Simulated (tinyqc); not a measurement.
# CMOS inverter, nodal equation and switching, step by step

Numbers from tinyqc (`OMP_NUM_THREADS=1 python tinyqc.py 2340113 2340114 out.jsonl`; about 0.05 s on one thread of a shared Intel Xeon 2.30GHz). Printed values are rounded.

An n-channel pull-down (bn, VTn) and a p-channel pull-up (bp, VTp) share the input Vin and the output node Vout, which carries the load C. Transistor (EKV form, voltages against the body): I = 2 n b Vt^2 [F(vp - Vs) - F(vp - Vd)] from drain to source, F(v) = ln^2(1 + exp(v/(2 Vt))), vp = (Vg - VT + sg |Vd - Vs|)/n. n-channel bodies are at 0; for the p-channel device all voltages are counted down from Vdd. b in uA/V^2 gives I in uA. Static: In = Ip. Transient: C dVout/dt = Ip - In. No velocity saturation, no gate capacitance beyond C.

Parameters, values chosen for the exercise:

| symbol | value | unit | meaning |
|---|---|---|---|
| T | 273 | K | temperature |
| Vdd | 0.5 | V | supply voltage |
| n | 1.23 |  | slope factor |
| sg | 0.069 |  | drain-induced barrier lowering |
| VTn | 0.38 | V | n-channel threshold |
| VTp | 0.28 | V | p-channel threshold (magnitude) |
| bn | 870 | uA/V^2 | gain factor of the pull-down transistor |
| bp | 260 | uA/V^2 | gain factor of the pull-up transistor |
| C | 0.54 | fF | load capacitance |
| Vin | 0.21 | V | input voltage |
| dt | 4 | ps | time step |

Constants: q = 1.602176634e-19 C, kB = 1.380649e-23 J/K, Vt = kB T/q. Results are converted to the units shown.

## Iteration 1: output voltage by Newton steps

Vout at the start = 0.25 V

f = In - Ip at (Vin, Vout); G = df/dVout by a central difference with +/- 1e-6 V; Vout(new) = Vout - f/G, the step limited to +/- 0.1 V.

In = 0.00563388 uA
Ip = 0.323522 uA
G = 0.510630 uS
Vout after iteration 1 = 0.35 V

## Iteration 2: output voltage by Newton steps

As before.

In = 0.00709063 uA
Ip = 0.275685 uA
G = 0.499279 uS
Vout after iteration 2 = 0.45 V

## Course of the iteration: output voltage by Newton steps

Stop when Vout changes by less than 1e-9 V, or after 30 iterations.

Course of the iteration:
```
iteration  Vout (V)  |change| (V)
1              0.35         0.100
2              0.45         0.100
3          0.541871        0.0919
4          0.513187        0.0287
5          0.500837        0.0123
6          0.498489       2.35e-3
7          0.498418       7.09e-5
8          0.498418       5.50e-8
9          0.498418      3.30e-14
```

Converged in 9 iterations. At the end the number of correct digits about doubles with each step. On the way 2 iterate(s) lie more than 5 mV outside the rails, the first at 0.542 V, before the steps return.

## Transfer curve

Vin, point 0 to 10 (V): [0, 0.05, 0.1, 0.15, 0.2, 0.25, 0.3, 0.35, 0.4, 0.45, 0.5]

For each Vin solve In = Ip; gain = dVout/dVin.

Vout, point 0 to 10 (V): [0.500000, 0.499999, 0.499992, 0.499922, 0.499069, 0.483270, 0.033605, 0.001262, 0.000083, 0.000007, 0.000001]
supply current, point 0 to 10 (uA): [7.7073e-6, 4.3234e-5, 2.4136e-4, 0.0013324, 0.0071583, 0.035228, 0.046651, 0.010891, 0.0021434, 3.9825e-4, 7.2133e-5]
gain, point 0 to 10: [0.0000, 0.0000, -0.0004, -0.0037, -0.0487, -1.1642, -3.1460, -0.0722, -0.0043, -0.0003, 0.0000]

The switching point Vin = Vout lies at 0.2779 V, with a gain of -14.5. The current peaks at 0.0467 uA among the points, against 7.7e-6 and 7.2e-5 uA of leakage at the ends.

## Switching point and noise margins

VM solves In = Ip with Vin = Vout. VIL and VIH are the inputs at which the gain is -1; NML = VIL - Vout(VIH), NMH = Vout(VIL) - VIH.

VM = 0.27790 V
gain at VM = -14.474
VIL = 0.24820 V
VIH = 0.31088 V
NML = 0.23412 V
NMH = 0.17434 V

VM lies 28 mV above Vdd/2, and the low margin is the larger one. With both transistors saturated the size of the gain tends to 1/sg = 14.5; here it is 0.13 % below that.

## Step 1: one time step of the falling output

Vout at t = 0 = 0.5 V

The input steps to Vdd at t = 0; I = In - Ip. Implicit Euler: V(new) = V - (dt/C) I(V(new)), solved for V(new); 1 ps uA/fF = 1 mV.

I(V) = 8.87084 uA
I(V(new)) = 8.42643 uA
Vout after step 1 = 0.437582 V

## Step 2: one time step of the falling output

As before.

I(V) = 8.42643 uA
I(V(new)) = 8.01630 uA
Vout after step 2 = 0.378202 V

## Delays and energy

For a step input the delay to Vdd/2 is tHL = C times the integral of dV/(In - Ip) from Vdd/2 to Vdd at Vin = Vdd, and tLH likewise with Ip - In from 0 to Vdd/2 at Vin = 0. Energy drawn for one full cycle of the output: C Vdd^2. Leakage power: Vdd times the mean of the supply currents at Vin = 0 and Vdd.

tHL = 16.9317 ps
tLH = 21.0220 ps
energy = 0.135 fJ
leakage power = 0.0199600 nW

Time steps as above cross Vdd/2 at 17.4 ps by linear interpolation, 2.6 % above tHL. tLH/tHL = 1.24, with bn/bp = 3.35.
